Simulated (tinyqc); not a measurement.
CIS on RHF in the sto-3g basis, for H3-, spin multiplicity 1, step by step. The basis has no diffuse functions, so it cannot describe the extra electron: this is an exercise in the method, not the real anion. One step of it, computed by the program tinyqc.

Problem. CIS matrix, singlets. A(ia,jb) = (e_a - e_i) d_ij d_ab + 2 (ia|jb) - (ij|ab).

orbital energies (hartree): MO1 -0.174359, MO2 0.203052, MO3 1.211041

Two-electron integrals over orbitals (pq|rs), unique and non-zero (hartree):
```
(11|11) 0.559915    (21|21) 0.163106    (22|11) 0.499440    (22|22) 0.542735
(31|11) 0.080938    (31|22) -0.034734   (31|31) 0.133432    (32|21) -0.139053
(32|32) 0.140884    (33|11) 0.586498    (33|22) 0.522066    (33|31) 0.097856
(33|33) 0.650788
```

Give: CIS matrix A, singlet.

Solution.

CIS matrix A, singlet (hartree):
```
        1>3     2>3
1>3  1.0658  0.0000
2>3  0.0000  0.7677
```
